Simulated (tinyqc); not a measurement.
# Worked calculation: resistance of a source-drain extension with a graded tip

tinyqc, about 0.04 s, one thread, Intel Xeon 2.30GHz (shared host): `OMP_NUM_THREADS=1 python tinyqc.py 2282234 2282235 out.jsonl` Printed values are rounded.

y runs along the channel, the gate covers y > 0. The doping is N0 for y < y0 and N0 10^(-(y - y0)/la) beyond, uniform over the depth xj. Sheet conductance s(y) = q mu(N) max(N - Nch, 0) xj + (for y > 0) ma Cox Vo, with mu(N) = u0 + (u1 - u0)/(1 + (N/Nr)^au) and Cox = eps0 eox/tox. Current is taken as one-dimensional; depletion of the tip, spreading and the contact are left out. The metallurgical junction lies at yj, where N = Nch.

Inputs (values chosen for the exercise); mobility law close to that of holes in silicon:
```
symbol,value,unit,meaning
eox,3.9,,relative permittivity of the gate insulator (close to silicon dioxide)
tox,1.1,nm,insulator thickness
N0,1.4e20,cm^-3,active doping of the extension far from the gate
la,2,nm/decade,lateral abruptness
y0,0.9,nm,position under the gate where the fall begins (gate edge at 0)
xj,24,nm,depth of the extension
Nch,3.3e18,cm^-3,channel doping
Vo,0.48,V,gate overdrive
ma,44,cm^2/(V s),mobility of the gate-induced layer
u1,470.5,cm^2/(V s),mobility at low doping
u0,44.9,cm^2/(V s),mobility at high doping
Nr,2.23e17,cm^-3,reference doping
au,0.719,,exponent
Lg,40,nm,gate length
```

Constants: q = 1.602176634e-19 C, eps0 = 8.8541878128e-14 F/cm where lengths are in cm. Results are converted to the units shown.

## Sheet resistances and junction position

yj = y0 + la log10(N0/Nch); sheet resistance of the full extension 1/[q mu(N0)(N0 - Nch) xj] and of the gate-induced layer 1/(ma Cox Vo); metallurgical length Lg - 2 yj; ye is where the doped and the gate-induced conductances are equal.

yj = 4.15523 nm
sheet resistance of the extension = 388.224 ohm/square
sheet resistance of the induced layer = 15082.9 ohm/square
metallurgical length = 31.6895 nm
ye = 3.73606 nm
N at ye = 5.34685e18 cm^-3

The gate takes over 0.419 nm before the junction, where N is still 1.62 times the channel doping.

## Resistance of the overlapped part

Midpoint rule on 9 equal steps from 0 to yj: R_ov = sum h/s(y), per width.

```
point	y (nm)	N (cm^-3)	doped conductance (uS)	sheet resistance (ohm/square)
0	0.230846	1.4e20	2575.83	378.482
1	0.692538	1.4e20	2575.83	378.482
2	1.15423	1.04475e20	1943.39	497.589
3	1.61592	6.13998e19	1167.63	810.418
4	2.07761	3.60845e19	700.999	1303.27
5	2.53931	2.12068e19	415.948	2073.62
6	3.00100	1.24632e19	236.947	3297.64
7	3.46269	7.32458e18	118.959	5397.83
8	3.92438	4.30464e18	34.8326	9887.99
```

R_ov = 11.092 ohm um

The exact integral is 11.347 ohm um; the coarse sum is 2.2 % below it.
